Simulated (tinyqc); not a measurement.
From kappa of the perfect crystal back to shear modulus G: estimate of lattice thermal conductivity from elastic moduli (Slack, Klemens and Cahill formulas). Computed by tinyqc, a small Python program. Command: `OMP_NUM_THREADS=1 python tinyqc.py 3011886 3011887 out.jsonl slack inv`. One thread of a shared host (Intel(R) Xeon(R) Processor @ 2.30GHz), about 0.01 s of CPU time with the checks.

An isotropic solid.

Inputs (values chosen for the exercise, for a model crystal):
```
quantity,value,unit
bulk modulus B,174,GPa
volume per atom V,22.4,angstrom^3
mean atomic mass M,72,u
atoms per primitive cell n,5,-
temperature T,300,K
```

Grueneisen parameter: from the Poisson ratio.

Constants: u = 1.6605390666e-27 kg; hbar = 1.054571817e-34 J s; k_B = 1.380649e-23 J/K.

Method:
- rho = M/V; vL = sqrt((B + 4G/3)/rho), vT = sqrt(G/rho); v_m = [(vL^-3 + 2 vT^-3)/3]^(-1/3); Poisson ratio sigma = (3B - 2G)/(6B + 2G); Theta = hbar v_m (6 pi^2/V)^(1/3)/k_B.
- Empirical rule gamma = (3/2) (1 + sigma)/(2 - 3 sigma).
- Slack, an estimate for T near or above Theta_a: kappa = A M Theta_a^3 delta n^(1/3)/(gamma^2 T) in W/(m K), with M in u, delta = V^(1/3) in angstrom, Theta_a = Theta n^(-1/3) and A = 2.43e-6/(1 - 0.514/gamma + 0.228/gamma^2).

Question. A run gave the result below. Find the shear modulus G, known to lie between 57 and 150 GPa.

kappa of the perfect crystal = 19.47269 W/(m K)

Answer.

Each step takes the trial c = (a f_b - b f_a)/(f_b - f_a), f being the result less the target and a, b, c the logarithms of the listed values; c replaces end b, the old b replaces a if the sign of f changed, and otherwise f_a is halved.

Scan of the range:
```
shear modulus G (GPa),kappa of the perfect crystal (W/(m K))
57.0,8.770
67.0,13.401
78.7,20.719
92.5,32.510
109.0,52.033
128.0,83.376
150.0,133.959
```

False position (Illinois rule, in the logarithm of the input) inside the bracket:
```
step,end a,end b,trial,kappa of the perfect crystal (W/(m K))
1,67.0000,78.7000,76.5723,19.2192
2,78.7000,76.5723,76.9279,19.4643
3,78.7000,76.9279,76.9511,19.4804
4,76.9279,76.9511,76.9400,19.4727
5,76.9511,76.9400,76.9400,19.4727
```

Kappa of the perfect crystal rises at every point of a 13-point scan of the range (every second point is shown), so one value fits; it is bracketed by 67.0 and 78.7. Answer: shear modulus G = 76.94 GPa.
